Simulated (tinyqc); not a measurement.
Inside a calculation. Model: Cahn-Hilliard equation on a periodic one-dimensional grid. Computed by tinyqc, a small Python program that keeps every step. Command: `OMP_NUM_THREADS=1 python tinyqc.py 3029208 3029209 out.jsonl cahn walk`. One thread of a shared host (Intel(R) Xeon(R) Processor @ 2.30GHz), about 0.02 s of CPU time with the checks. Intermediate numbers are printed to about 6 digits and carried at full precision; extremes and crossings named in words are read from the listed rows.

Free energy F = h sum_j [A (c_j^2 - 1)^2/4 + (kappa/2) ((c_(j+1) - c_j)/h)^2]; dc/dt = Lap(mu), mu = A (c^3 - c) - kappa Lap(c), Lap(y)_j = (y_(j+1) - 2 y_j + y_(j-1))/h^2, mobility 1; the grid has n = 12 points.

Inputs (values chosen for the exercise, in reduced units):
```
quantity                     value  unit
spacing h                      1.3     -
well depth A                   1.1     -
gradient coefficient kappa     1.6     -
mean composition c0         -0.011     -
noise amplitude               0.05     -
time step dt                  0.31     -
end time                       150     -
```

Scheme: semi-implicit Fourier.

## Linear stability

f'' = A (3 c0^2 - 1). Mode m has lambda_m = (4/h^2) sin^2(pi m/n) and the rate w_m = -lambda_m (f'' + kappa lambda_m). In the continuum the fastest wavelength is 2 pi sqrt(2 kappa/|f''|) with the rate f''^2/(4 kappa). Explicit steps near c = +-1, where f'' = 2A, are stable for dt < 2/(16 kappa/h^4 + 8 A/h^2).

f'' = -1.09960

Modes of the grid:
```
m  lambda_m       w_m
1   0.15855   0.13412
2   0.59172   0.09045
3   1.18343  -0.93952
4   1.77515  -3.08989
5   2.20831  -5.37438
6   2.36686  -6.36067
```

fastest wavelength = 10.7186

largest rate = 0.188925

explicit limit of dt = 0.141140

2 mode(s) grow; the fastest on the grid is m = 1, while the box holds 1.46 fastest wavelengths. dt is 2.20 of the explicit limit.

## The first step

random numbers: 0.020  -0.131  -0.408  0.678  0.571  0.612  -0.836  0.351  0.775  -0.690  0.871  -0.896

Start: c_j = c0 + amplitude x (z_j - mean of z). With Fourier components y_m = sum_j y_j exp(-2 pi i j m/n): c_m(new) = [c_m - dt lambda_m N_m]/(1 + dt kappa lambda_m^2), N = A (c^3 - c), lambda_m = (4/h^2) sin^2(pi m/n).

c at the start: -0.0138208  -0.0213708  -0.0352208  0.0190792  0.0137292  0.0157792  -0.0566208  0.0027292  0.0239292  -0.0493208  0.0287292  -0.0596208

mu at the start: 0.065709  0.029462  -0.025826  0.035494  -0.022105  0.053132  -0.062650  0.033116  0.063113  -0.089122  0.125962  -0.061656

c after one step: -0.0228268  -0.0243527  -0.0271783  0.0139035  0.0187046  0.0060821  -0.0423481  -0.0028474  0.0134864  -0.0282030  0.0069279  -0.0433483

F at the start = 4.30131

F after one step = 4.29227

## The run

Run to the end time; break off if |c| exceeds 3 or F has risen by more than 1e-9 in more than 30 steps. Domains = stretches with c > c0.

Course:
```
step       t        F      min c     max c  domains
0       0.00  4.30131  -0.059621  0.028729        3
10      3.10  4.28770  -0.043548  0.019610        2
24      7.44  4.28529  -0.064837  0.033811        2
48     14.88  4.26564  -0.129061  0.088957        1
73     22.63  4.13355  -0.274548  0.219923        1
97     30.07  3.54337  -0.511168  0.469464        1
145    44.95  2.45363  -0.926560  0.923326        1
194    60.14  2.44514  -0.954919  0.951178        1
266    82.46  2.44387  -0.955052  0.950937        1
339   105.09  2.44256  -0.954474  0.949961        1
411   127.41  2.44140  -0.953759  0.948872        1
484   150.04  2.44049  -0.952947  0.947738        1
```

c at the end: -0.940095  -0.801352  -0.332733  0.474397  0.849633  0.947738  0.933545  0.782230  0.282721  -0.512431  -0.862705  -0.952947

F at the end = 2.44049

steps in which F rose = 0

F never rises by more than 1e-9 in a step. The count of domains goes from 3 in the noise to 1 at the end, and c spans -0.953 to 0.948.

## Interfaces

Continuum wall between c = -1 and +1: c = tanh(x/w), w = sqrt(2 kappa/A), energy s = (2/3) sqrt(2 kappa A). With two walls per domain, the estimate of F at the end is 2 x domains x s. Volume fraction of the +1 phase by the lever rule: (1 + c0)/2.

wall half width w = 1.70561

wall energy s = 1.25078

estimate of F = 2.50156

volume fraction = 0.4945

w/h = 1.31200

The run ends at F = 2.4405, 0.98 of the estimate: the walls are well formed.

Checks made by the program: conservation of the mean (relative difference below 1e-10).
